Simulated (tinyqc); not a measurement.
Polytypes and stacking faults of a tetrahedral semiconductor in an axial Ising model with couplings up to third neighbours. Inputs raised by 5 %, one at a time. Computed by tinyqc, a small Python program. Command: `OMP_NUM_THREADS=1 python tinyqc.py 3009125 3009126 out.jsonl polytype sens`. One thread of a shared host (Intel(R) Xeon(R) Processor @ 2.30GHz), about 0.02 s of CPU time with the checks.

Each double layer has s = +1 or -1 for the sense of its stacking step; E per pair of atoms = E0 - sum_n J_n <s_i s_(i+n)>, n = 1, 2, 3. Hexagonality h = (1 - <s_i s_(i+1)>)/2.

Inputs (values chosen for the exercise, of the order of those of SiC for J, a, G and the gaps):

| quantity | value | unit |
|---|---|---|
| J1 | 1.33 | meV/pair |
| J2 | -2.46 | meV/pair |
| J3 | -0.36 | meV/pair |
| basal lattice constant a | 3.08 | angstrom |
| shear modulus G | 188 | GPa |
| Poisson ratio nu | 0.23 | - |
| binding energy of the fault level E_b | 0.34 | eV |
| in-plane mass m | 0.5 | m0 |
| effective density of states N_c at 300 K | 3.5e+19 | 1/cm^3 |
| electron density n | 2e+18 | 1/cm^3 |
| temperature T | 500 | K |

Host polytype: 6H.

fault coefficients k_n:
```
                             J1         J2         J3
single Shockley (42)   0.000000   0.000000  -4.000000
Frank-type (32)        0.666667   1.333333  -2.000000
Frank-type (43)       -0.666667  -1.333333  -2.000000
```

Constants: 1 eV/angstrom^2 = 16.02176634 J/m^2; m_0 = 9.1093837015e-31 kg; hbar = 1.054571817e-34 J s; k_B = 1.380649e-23 J/K; k_B = 8.617333262e-05 eV/K.

Method:
- Faults in 6H: the sequences single Shockley (42) (++++--), Frank-type (32) (+++--), Frank-type (43) (++++---) are put between perfect repeats; k_n = (layers x C_n of the host) - sum_i s_i s_(i+n). gamma = sum k_n J_n/A, A = (sqrt 3/2) a^2; 1 meV/angstrom^2 = 16.02177 mJ/m^2.
- Screw line, bounded by the single Shockley (42) fault of energy gamma: b = a, partials b_p = a/sqrt 3; d = G b_p^2 (2 - 3 nu)/(8 pi gamma (1 - nu)). One partial is driven off by the shear stress gamma/b_p along its Burgers vector.
- The fault binds electrons in a two-dimensional band E_b below the conduction edge, g2 = m m0/(pi hbar^2) for one valley. With the Fermi level held by the bulk, eta = ln[n/N_c(T)], N_c(T) = N_c (T/300)^1.5, the grand potential falls by g2 (k_B T)^2 F1(x), x = eta + E_b/(k_B T), F1(x) = integral from 0 to infinity of ln(1 + exp(x - t)) dt; sheet density g2 k_B T ln(1 + e^x). Band bending by the trapped charge is left out, so the gain is an upper bound.
- Net fault energy = gamma of the single Shockley (42) fault less the electronic gain.

Runs:

| input moved | from | to | energy of the glide fault, single Shockley (42) (mJ/m^2) | splitting width d (nm) | electronic gain (mJ/m^2) | sheet density (1/cm^2) |
|---|---|---|---|---|---|---|
| base run | - | - | 2.8083 | 143.30 | 6.6572 | 3.8487e+13 |
| J1 (meV/pair) | 1.33 | 1.3965 | 2.8083 | 143.30 | 6.6572 | 3.8487e+13 |
| J3 (meV/pair) | -0.36 | -0.378 | 2.9487 | 136.47 | 6.6572 | 3.8487e+13 |
| shear modulus G (GPa) | 188 | 197.4 | 2.8083 | 150.46 | 6.6572 | 3.8487e+13 |
| binding energy of the fault level E_b (eV) | 0.34 | 0.357 | 2.8083 | 143.30 | 7.7532 | 4.1997e+13 |
| in-plane mass m (m0) | 0.5 | 0.525 | 2.8083 | 143.30 | 6.9901 | 4.0411e+13 |
| temperature T (K) | 500 | 525 | 2.8083 | 143.30 | 6.0924 | 3.6243e+13 |
| effective density of states N_c at 300 K (1/cm^3) | 3.5e+19 | 3.675e+19 | 2.8083 | 143.30 | 6.5283 | 3.8054e+13 |

Exponents ln(y'/y) / ln(x'/x):

| input | energy of the glide fault, single Shockley (42) | splitting width d | electronic gain | sheet density |
|---|---|---|---|---|
| J1 | 0 | 0 | 0.000 | 0.000 |
| J3 | 1 | -1 | 0.000 | 0.000 |
| shear modulus G | 0 | 1 | 0.000 | 0.000 |
| binding energy of the fault level E_b | 0 | 0 | 3.124 | 1.789 |
| in-plane mass m | 0 | 0 | 1.000 | 1.000 |
| temperature T | 0 | 0 | -1.817 | -1.231 |
| effective density of states N_c at 300 K | 0 | 0 | -0.401 | -0.232 |

Among the inputs moved here: energy of the glide fault, single Shockley (42) answers most in size to J3 (exponent +1.000); its exponent is below 0.0005 for J1, shear modulus G, binding energy of the fault level E_b, in-plane mass m, temperature T, effective density of states N_c at 300 K. splitting width d answers most in size to J3 (exponent -1.000), and about equally to shear modulus G (+1.000); its exponent is below 0.0005 for J1, binding energy of the fault level E_b, in-plane mass m, temperature T, effective density of states N_c at 300 K. electronic gain answers most in size to binding energy of the fault level E_b (exponent +3.124), next to temperature T (-1.817); its exponent is below 0.0005 for J1, J3, shear modulus G. Its exponent +1.000 in in-plane mass m: the two-dimensional density of states. Sheet density answers most in size to binding energy of the fault level E_b (exponent +1.789), next to temperature T (-1.231); its exponent is below 0.0005 for J1, J3, shear modulus G.
